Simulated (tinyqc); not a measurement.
Effective-mass impurity with a central-cell term, in a basis of Slater functions: one step, computed by the program tinyqc. Command: `OMP_NUM_THREADS=1 python tinyqc.py 3030145 3030146 out.jsonl centralcell walk`. One thread of a shared host (Intel(R) Xeon(R) Processor @ 2.30GHz), about 0.01 s of CPU time with the checks.

The envelope obeys H = -nabla^2 - (2/r) [Z + A exp(-kappa r)] in effective units, with kappa = a*/lambda; positive A deepens the well near the core.

Problem. Generalised eigenproblem. (T + V + W) c = E S c with c^T S c = 1 and the largest component positive.

Impurity: donor, one isotropic band.

kinetic T (Ry*):
```
           1          2
1     0.1024  0.1794720
2  0.1794720   0.495616
```

Coulomb V (Ry*):
```
           1          2
1      -1.28  -1.631564
2  -1.631564     -2.816
```

central cell W (Ry*):
```
              1             2
1  -0.003264782  -0.009986174
2  -0.009986174   -0.03060723
```

overlap S:
```
          1         2
1  1.000000  0.796662
2  0.796662  1.000000
```

Give: two lowest levels; coefficients of the lowest state; <T>; <W>.

Solution.

two lowest levels (Ry*): -2.6252  -0.6658

coefficients of the lowest state: -0.6189  1.4205

<T> = 0.72367 Ry*

<W> = -0.045448 Ry*
